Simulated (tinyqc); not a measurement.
Worked calculation: tight binding, honeycomb lattice. One step of it, computed by the program tinyqc.

Task: Levels at k. Diagonalise the Hermitian matrix.

H(k) at k (eV):
```
                     A                    B
A             1.097996  -2.959940-2.519351i
B  -2.959940+2.519351i            -1.098632
```

Give: eigenvalues; weights |c|^2 of the basis functions.

Result:

eigenvalues (eV): -4.0395  4.0388

weights |c|^2 of the basis functions:
```
   band 1  band 2
A  0.3640  0.6360
B  0.6360  0.3640
```
